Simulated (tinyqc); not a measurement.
Growth over eight decades: Cabrera-Mott growth of a thin oxide under its own electric field. Computed by tinyqc, a small Python program. Command: `OMP_NUM_THREADS=1 python tinyqc.py 3005772 3005773 out.jsonl cabrera walk`. One thread of a shared host (Intel(R) Xeon(R) Processor @ 2.30GHz), about 0.01 s of CPU time with the checks.

Electrons cross the film freely and set a fixed potential V across it; the field V/x lowers the barrier for ions entering the oxide.

Inputs (values chosen for the exercise, for a model metal):
```
quantity,value,unit
barrier W,1.11,eV
Mott potential V,1.2,V
ion charge number z,1,-
half jump distance b,1.9,angstrom
prefactor u0 = N Omega nu,7.2e+13,angstrom/s
temperature T,200,K
starting thickness x0,4.2,angstrom
```

Backward hops: kept.

Constants: k_B = 8.617333262e-05 eV/K.

Method:
- u = u0 exp(-W/(k_B T)), X1 = z b V/(k_B T) with V in volts and k_B T in eV; dx/dt = 2 u sinh(X1/x).
- t(x) = int_(x0)^x dx / (dx/dt) by Gauss-Legendre quadrature (80 points on each side of (x0 + 2 x)/3), solved for x.
- Closed form for thin films (leading term of the integral): x solves (x^2/(u X1)) exp(-X1/x) = t.

u = 7.70129e-15 angstrom/s

X1 = 132.292 angstrom

Thickness:
```
t (s),x (angstrom),1/x (1/angstrom),closed form (angstrom)
1.00e+00,4.3790,0.22836,4.3312
1.00e+01,4.6755,0.21388,4.6601
1.00e+02,5.0545,0.19784,5.0411
1.00e+03,5.5035,0.18170,5.4871
1.00e+04,6.0369,0.16565,6.0158
1.00e+05,6.6796,0.14971,6.6514
1.00e+06,7.4675,0.13391,7.4289
1.00e+07,8.4536,0.11829,8.3992
1.00e+08,9.7199,0.10288,9.6398
```

What follows from these numbers?

Per decade of time the film gains 0.30 angstrom at first and 1.3 at the end. The inverse-logarithmic law predicts -X1 d(1/x)/d ln t near 1; the rows give 0.83 at first and 0.89 at the end. The closed form misses by at most 1.1 %.

Extremes, crossings and ranges named in words are read from the listed rows.
